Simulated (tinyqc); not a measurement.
Nucleation and growth against temperature: classical nucleation, growth and JMAK kinetics of crystallisation from a melt or glass. Computed by tinyqc, a small Python program. Command: `OMP_NUM_THREADS=1 python tinyqc.py 3001890 3001891 out.jsonl nucl walk`. One thread of a shared host (Intel(R) Xeon(R) Processor @ 2.30GHz), about 0.01 s of CPU time with the checks.

A spherical nucleus cap on a flat wall with a sharp interface of isotropic energy gamma; lambda = Omega^(1/3) is the jump distance.

Inputs (values chosen for the exercise, for a model substance):

| quantity | value | unit |
|---|---|---|
| melting point T_m | 1450 | K |
| heat of melting per volume H | 2590 | J/cm^3 |
| interface energy gamma | 0.251 | J/m^2 |
| atomic volume Omega | 27.5 | angstrom^3 |
| diffusion prefactor D0 | 6.8e-07 | m^2/s |
| activation energy Q | 2.16 | eV |
| contact angle theta | 45 | degrees |
| wall area per volume S_v | 6.1e+06 | 1/m |

Nucleation: on a flat wall. Driving force: Thompson-Spaepen.

Constants: k_B = 1.380649e-23 J/K; k_B = 8.617333262e-05 eV/K.

Method:
- Driving force per volume: dG = H [(T_m - T)/T_m] [2 T/(T_m + T)].
- Shape factor f = (2 + cos theta)(1 - cos theta)^2/4.
- W(r) = f [4 pi r^2 gamma - (4/3) pi r^3 dG]; r* = 2 gamma/dG; W* = f 16 pi gamma^3/(3 dG^2); n* = f (4/3) pi r*^3/Omega.
- D = D0 exp(-Q/(k_B T)); attachment rate k+ = (A*/lambda^2) D/lambda^2 with A* = 2 pi r*^2 (1 - cos theta); Zeldovich factor Z = sqrt(W*/(3 pi k_B T))/n*; sites per volume N = S_v/lambda^2; I = N Z k+ exp(-W*/(k_B T)); lag time = 1/(4 pi Z^2 k+).
- Growth (Wilson-Frenkel): u = (D/lambda) [1 - exp(-dG Omega/(k_B T))].
- JMAK with steady nucleation and growth, nuclei spread at random: extended fraction X_e = (pi/3) I u^3 t^4, X = 1 - exp(-X_e); t_X = [-3 ln(1 - X)/(pi I u^3)]^(1/4); final grains per volume = Gamma(5/4) (3/pi)^(1/4) (I/u)^(3/4), Gamma(5/4) = 0.9064024771.
- Grain size = (grains per volume)^(-1/3). Rows are kept where W*/(k_B T) < 70.

Rates:

| T (K) | W*/(k_B T) | I (1/(m^3 s)) | u (m/s) | t_0.5 (s) | grain size (micrometre) |
|---|---|---|---|---|---|
| 725 | 2.062 | 1.1282e+23 | 1.9730e-12 | 9.3487e+02 | 0.00212 |
| 798 | 2.042 | 2.5919e+24 | 4.4901e-11 | 4.0983e+01 | 0.00212 |
| 870 | 2.121 | 3.0869e+25 | 5.7527e-10 | 3.2577e+00 | 0.00216 |
| 942 | 2.316 | 2.2091e+26 | 4.8785e-09 | 4.0081e-01 | 0.00225 |
| 1015 | 2.681 | 1.0011e+27 | 3.0344e-08 | 6.9747e-02 | 0.00243 |
| 1088 | 3.332 | 2.6439e+27 | 1.4185e-07 | 1.7210e-02 | 0.00281 |
| 1160 | 4.530 | 3.2278e+27 | 5.0799e-07 | 6.2890e-03 | 0.00367 |
| 1232 | 7.066 | 8.7678e+26 | 1.4435e-06 | 3.9803e-03 | 0.00661 |
| 1290 | 11.927 | 1.6573e+25 | 2.7894e-06 | 6.5497e-03 | 0.02101 |
| 1334 | 21.183 | 2.9553e+21 | 3.9956e-06 | 4.3288e-02 | 0.19890 |

Among these rows I peaks at 1160 K, u at 1334 K and the change is fastest at 1232 K, between the two. Growth has no barrier W*, so it peaks nearer T_m than nucleation. The grain size goes as (u/I)^(1/4), from 0.0021 micrometre at the lowest T to 0.20 at the highest. Caution: in the coldest rows the nucleus has under 20 atoms or the barrier is under 10 k_B T, where the capillary model and steady rates are only a guide.

Extremes, crossings and ranges named in words are read from the listed rows.
